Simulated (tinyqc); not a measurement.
What moves the results: strained quantum well: band edges, subbands and transparency. A value that a table varies takes the place of the one given here.

Growth on (001), barriers unstrained: tr(e) = e (2 - nu2), Z = b e (1 + nu2); Ec = Ev + Eg + ac tr(e), E_HH = Ev + av tr(e) + Z, E_LH = Ev + av tr(e) - Z (coupling to the split-off band left out).

Masses along z: me, 1/(g1 - 2 g2) for HH, 1/(g1 + 2 g2) for LH, likewise in the barrier; in the plane me, 1/(g1 + g2) for HH and 1/(g1 - g2) for LH (no mixing, which understates the hole masses away from k = 0). Level n solves k L + 2 atan[(k/m)/(kappa/mb)] = n pi, k = sqrt(m E/c), kappa = sqrt(mb (V - E)/c), c = hbar^2/2m0.

Transparency (Bernard-Duraffourg): Fc - Fv equals the lowest transition energy with n = p, n = sum m/(2 pi c) kB T ln(1 + exp((Fc - E)/kB T)) and p likewise over the listed subbands; c = hbar^2/2m0, 1/angstrom^2 = 1e16/cm^2.

Constants: hbar^2/2m0 = 3.80998211 eV angstrom^2; kB = 8.617333262e-05 eV/K; hc = 1239.841984 eV nm.

Values chosen for the exercise (near those of an InGaAs/AlGaAs well; not measured data):
- nu2 = 0.94 (2 C12/C11)
- Eg = 1.259 eV (unstrained gap of the well)
- Ev = -0.777 eV (its valence edge)
- ac = -6.94 eV
- av = 1.14 eV (Ev moves by av tr(e))
- b = -1.98 eV (shear potential)
- Egb = 1.676 eV (gap of the barrier)
- Evb = -0.905 eV (its valence edge)
- L = 86 angstrom (well width)
- me = 0.0616 m0 (electron mass)
- g1 = 8.41 (gamma1)
- g2 = 2.77 (gamma2)
- meb = 0.084 m0
- g1b = 6.3
- g2b = 1.8
- T = 350 K (temperature)
- es = (-0.02, -0.014, -0.008, -0.003, 0, 0.003, 0.007, 0.012) (strains)
- e = -0.0078 (strain in the plane)
- Ls = (30, 40, 55, 70, 90, 120) angstrom (widths)

## Strain as a design knob

Only the strain is changed; the unstrained gap and the masses are kept.

Results:

| e (%) | wavelength (nm) | top hole | hh1 - lh1 (meV) | n_tr (1e12/cm^2) | share in top |
|---|---|---|---|---|---|
| -2.0 | 887 | hh1 | 157 | 0.820 | 0.65 |
| -1.4 | 904 | hh1 | 118 | 0.818 | 0.63 |
| -0.8 | 921 | hh1 | 76 | 0.851 | 0.57 |
| -0.3 | 936 | hh1 | 41 | 0.932 | 0.46 |
| 0.0 | 946 | hh1 | 19 | 1.021 | 0.36 |
| 0.3 | 958 | lh1 | -3 | 1.126 | 0.56 |
| 0.7 | 994 | lh1 | -32 | 1.008 | 0.74 |
| 1.2 | 1043 | lh1 | -68 | 0.939 | 0.87 |

What can be read from the table?

n_tr is largest at e = +0.3 % (1.13), where hh1 - lh1 = -3 meV and the top subband holds 56 % of the holes, and smallest, 0.82, at -2.0 and -1.4 %. The top hole level turns from hh to lh, and the light from TE to TM, between 0.0 and +0.3 %. The wavelength runs from 887 to 1043 nm.

## Width of the well

All levels anew.

Results:

| L (angstrom) | wavelength (nm) | top hole | hh1 - lh1 (meV) | n_tr (1e12/cm^2) | share in top | n_tr/L (1e18/cm^3) |
|---|---|---|---|---|---|---|
| 30 | 846 | hh1 | 76 | 0.715 | 0.80 | 2.38 |
| 40 | 870 | hh1 | 80 | 0.718 | 0.79 | 1.79 |
| 55 | 895 | hh1 | 79 | 0.751 | 0.72 | 1.37 |
| 70 | 911 | hh1 | 77 | 0.792 | 0.65 | 1.13 |
| 90 | 924 | hh1 | 74 | 0.869 | 0.55 | 0.97 |
| 120 | 935 | hh1 | 71 | 1.004 | 0.45 | 0.84 |

How do the results move?

The wavelength tunes by 89 nm. The sheet density at transparency changes from 0.72 to 1.00, the top hole subband holding 0.80 and 0.45 of the holes at the ends, while the volume density falls by a factor 2.9. Critical thickness and carrier escape are left out.

## What each parameter does

Edge wavelength, hh1 - lh1 and n_tr. Each row changes one parameter from the base and keeps the others.

Results:

| case | wavelength (nm) | hh1 - lh1 (meV) | n_tr (1e12/cm^2) |
|---|---|---|---|
| base | 921.7 | 74.9 | 0.853 |
| L = 78 angstrom | 916.7 | 76.1 | 0.823 |
| e = -0.0098 | 915.8 | 88.9 | 0.837 |
| Eg = 1.239 eV | 934.9 | 74.9 | 0.851 |
| b = -2.28 eV | 924.8 | 83.4 | 0.841 |
| ac = -6.25 eV | 925.4 | 74.9 | 0.852 |
| me = 0.0678 m0 | 922.8 | 74.9 | 0.906 |
| g1 = 8.91 | 920.9 | 74.0 | 0.821 |
| T = 390 K | 921.7 | 74.9 | 0.994 |

What can be read from the table?

The largest shifts from the base row, up to three for each result and ties (the steps differ in size, so this ranks the rows, not the parameters). wavelength (nm): Eg +13.2, e -5.9, L -5.0; unchanged at the printed digits by T. hh1 - lh1 (meV): e +14.1, b +8.5, L +1.2; unchanged at the printed digits by Eg, ac, me and T. n_tr (1e12/cm^2): T +0.141, me +0.052, g1 -0.033.

Computed by tinyqc, a small Python program: `OMP_NUM_THREADS=1 python tinyqc.py 1252006 1252007 out.jsonl` (the numbers bound the seed that draws the inputs); one thread of a shared host (Intel(R) Xeon(R) Processor @ 2.30GHz), about 0.01 s for the whole set of steps.
